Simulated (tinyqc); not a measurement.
Time-dependent dielectric breakdown: cell percolation, Weibull statistics, area scaling and voltage extrapolation: one step, computed by the program tinyqc. Command: `OMP_NUM_THREADS=1 python tinyqc.py 3001343 3001344 out.jsonl tddb walk`. One thread of a shared host (Intel(R) Xeon(R) Processor @ 2.30GHz), about 0.01 s of CPU time with the checks.

The oxide is divided into columns of area a^2, each holding m = t_ox/a cells (m is taken as continuous). A share lambda(t) = (t/t_1)^alpha of the cells is defective, and a column whose cells are all defective breaks down.

Task: A sample of breakdown times. Each device fails at t = t63 (-ln(1 - u))^(1/beta). Sort the times; median rank F_i = (i - 0.3)/(n_s + 0.4) for n_s devices; W = ln(-ln(1 - F_i)).

characteristic life t63 = 73.10172 s

uniform random numbers u: 0.8903  0.9794  0.8027  0.7204  0.0460  0.3906  0.9769  0.3938  0.0568

Weibull slope beta = 1.157143

Give: Weibull plot.

Result:

Weibull plot:

| i | t (s) | F_i | ln t | W |
|---|---|---|---|---|
| 1 | 5.2 | 0.0745 | 1.651 | -2.559 |
| 2 | 6.3 | 0.1809 | 1.838 | -1.612 |
| 3 | 39.8 | 0.2872 | 3.685 | -1.083 |
| 4 | 40.2 | 0.3936 | 3.694 | -0.693 |
| 5 | 90.1 | 0.5000 | 4.501 | -0.367 |
| 6 | 111.1 | 0.6064 | 4.710 | -0.070 |
| 7 | 145.1 | 0.7128 | 4.977 | 0.221 |
| 8 | 230.0 | 0.8191 | 5.438 | 0.537 |
| 9 | 236.1 | 0.9255 | 5.464 | 0.955 |

Caution: t_1 is an input here; in a real oxide it changes with thickness at fixed voltage.
